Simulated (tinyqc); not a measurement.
Isochronal anneals: hydrogen passivation and dissociation of interface defects with a spread of activation energies. Computed by tinyqc, a small Python program. Command: `OMP_NUM_THREADS=1 python tinyqc.py 3008367 3008368 out.jsonl passivation walk`. One thread of a shared host (Intel(R) Xeon(R) Processor @ 2.30GHz), about 0.01 s of CPU time with the checks.

Active defects P react as P + H2 -> HP + H and HP -> P + H; released atomic hydrogen is removed. All defects start active. Activation energies are normally distributed, independently for the two reactions.

Inputs (values chosen for the exercise, for a model interface): mean passivation energy E_f = 1.64 eV; spread s_f = 0.11 eV; prefactor k_f0 = 3.7e-08 cm^3/s; mean dissociation energy E_d = 2.95 eV; spread s_d = 0.086 eV; prefactor k_d0 = 2.8e+13 1/s; dissolved hydrogen [H2] = 3.9e+17 cm^-3; anneal time t = 3400 s.

Ambient: hydrogen.

Constants: k_B = 8.617333262e-05 eV/K.

Method. a = k_f0 [H2] exp(-E_f/k_B T), b = k_d0 exp(-E_d/k_B T); the active share of one kind of site is b/(a + b) + (a/(a + b)) exp(-(a + b) t). Full average: z from -5 to 5 in steps of 0.125 with normalised weights exp(-z^2/2), energy = mean + spread x z, over both energies.

Same time, other temperatures:
```
T (K)     a (1/s)     b (1/s)  active share, single energy  active share, spread
450    6.1955e-09  2.5622e-20                   9.9998e-01            9.9902e-01
525    2.6059e-06  1.3440e-15                   9.9118e-01            9.3249e-01
600    2.4203e-04  4.6585e-12                   4.3915e-01            4.4689e-01
675    8.2124e-03  2.6391e-09                   3.2136e-07            3.8055e-02
750    1.3771e-01  4.2076e-07                   3.0555e-06            3.4727e-04
825    1.3829e+00  2.6677e-05                   1.9290e-05            1.3210e-04
900    9.4552e+00  8.4700e-04                   8.9573e-05            4.4833e-04
975    4.8095e+01  1.5798e-02                   3.2836e-04            1.2837e-03
1050   1.9392e+02  1.9399e-01                   9.9939e-04            3.1940e-03
1125   6.4922e+02  1.7051e+00                   2.6195e-03            7.0648e-03
```

What does the comparison show, and why?

The active share is lowest, 1.32e-4, at 825 K of those listed: below, passivation is too slow for this time, and above, dissociation competes. A single energy would promise 3.21e-7 (at 675 K), so among these rows the spread raises the floor by a factor 410.

Extremes, crossings and ranges named in words are read from the listed rows.
